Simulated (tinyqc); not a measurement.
Lossy on-chip transmission line with skin effect: one step of the calculation.

A uniform line in a homogeneous dielectric: c = sqrt(er)/(c0 Z0), l = Z0 sqrt(er)/c0 (c0 = 299792458 m/s), g = w c td, w = 2 pi f. The resistance joins its limits as r = sqrt(r_dc^2 + r_hf^2), with r_dc = rho/(wd th), r_hf = kr rho/(2 delta (wd + th)), delta = sqrt(rho/(pi f mu0)), mu0 = 4 pi 1e-7 H/m; this is an interpolation, and internal inductance, up to 0.05 nH/mm at low frequency, is neglected.

Task. Line constants. delta, r_dc, r_hf, r, l, c and g as defined.

Parameters, values chosen for the exercise: width of the strip wd = 2.1 um; thickness of the strip th = 0.63 um; resistivity rho = 2.2 uohm cm; relative permittivity er = 3; loss tangent td = 0; lossless impedance sqrt(l/c) Z0 = 50 ohm; factor for crowding and the return path kr = 1.5; frequency f = 0.33 GHz.

Find: delta; r_dc; r_hf; r; l; c; g.

Result.

delta = 4.109 um
r_dc = 16.63 ohm/mm
r_hf = 1.471 ohm/mm
r = 16.69 ohm/mm
l = 0.2889 nH/mm
c = 115.5 pF/m
g = 0 S/m

r is 1.00 times r_dc; the skin depth is 6.52 of the thickness.

tinyqc, about 0.01 s, one thread, Intel Xeon 2.30GHz (shared host): `OMP_NUM_THREADS=1 python tinyqc.py 2810226 2810227 out.jsonl`
